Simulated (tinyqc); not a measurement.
Strain-driven roughening and islands of a mismatched epitaxial film: one step, computed by the program tinyqc. Command: `OMP_NUM_THREADS=1 python tinyqc.py 3030118 3030119 out.jsonl island walk`. One thread of a shared host (Intel(R) Xeon(R) Processor @ 2.30GHz), about 0.01 s of CPU time with the checks.

Film and substrate share isotropic elastic constants; the film is coherent and biaxially strained.

Problem. Elastic energy of the flat film. M = 2 G (1 + nu)/(1 - nu); stress = M f; energy density w = M f^2.

Inputs (values chosen for the exercise, for a model film): misfit |f| = 0.0183; shear modulus G = 97.2 GPa; Poisson ratio nu = 0.19.

Give: biaxial modulus M; stress; energy density w.

Solution.

biaxial modulus M = 285.6 GPa

stress = 5.22648 GPa

energy density w = 95.64 MJ/m^3
